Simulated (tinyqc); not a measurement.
A longer run and its error bar: q-state Potts model on a small periodic square lattice: enumeration, Metropolis, heat-bath and Wolff steps. Computed by tinyqc, a small Python program. Command: `OMP_NUM_THREADS=1 python tinyqc.py 3113222 3113223 out.jsonl potts walk`. One thread of a shared host (Intel(R) Xeon(R) Processor @ 2.30GHz), about 0.05 s of CPU time with the checks.

E = -J x (number of nearest-neighbour bonds with equal states); n x n sites with periodic edges have 2 n^2 bonds. Order parameter m = (q f - 1)/(q - 1), f being the largest share of one state. Sites are numbered row by row from 0. Here q = 3 and n = 3.

Inputs (values chosen for the exercise, for a model of domains or grain orientations): number of states q = 3; edge n = 3; coupling J = 37 meV; temperature T = 473 K; seed = 829353.

Update: Metropolis.

Constants: k_B = 8.617333262e-05 eV/K.

Method:
- K = J/(k_B T); the infinite square lattice orders at K_c = ln(1 + sqrt(q)); Wolff bond probability p = 1 - exp(-K).
- All q^(n^2) states are counted by their number b of equal bonds; weights g(b) exp(K b), K = J/(k_B T). Per site: u = -J <b>/n^2, c/k_B = K^2 (<b^2> - <b>^2)/n^2.
- ln Z = ln sum g(b) exp(K b); entropy per site s/k_B = (ln Z - K <b>)/n^2.
- After 400 updates are discarded, b is recorded for 4000 sweeps of n^2 steps of the update named (random numbers not printed, so these rows are one sample). Records are averaged in blocks; the error is the scatter of block means over sqrt(number of blocks), and the last column its square over that for single records.

start states:
```
[[0, 1, 0],
 [0, 2, 0],
 [1, 1, 1]]
```

K = 0.907753

<b> = 14.5020

Blocking:
```
block length    mean b    error  variance ratio
1             14.77275  0.05725          1.0000
4             14.77275  0.09955          3.0232
16            14.77275  0.14255          6.1994
40            14.77275  0.16169          7.9752
100           14.77275  0.12569          4.8193
```

What does the comparison show, and why?

The run gives 14.773 +/- 0.162 (blocks of 40) against the exact 14.502, a difference of 1.7 error bars. Single records understate the error by a factor of about 2.8, because successive records are correlated.

Extremes, crossings and ranges named in words are read from the listed rows.
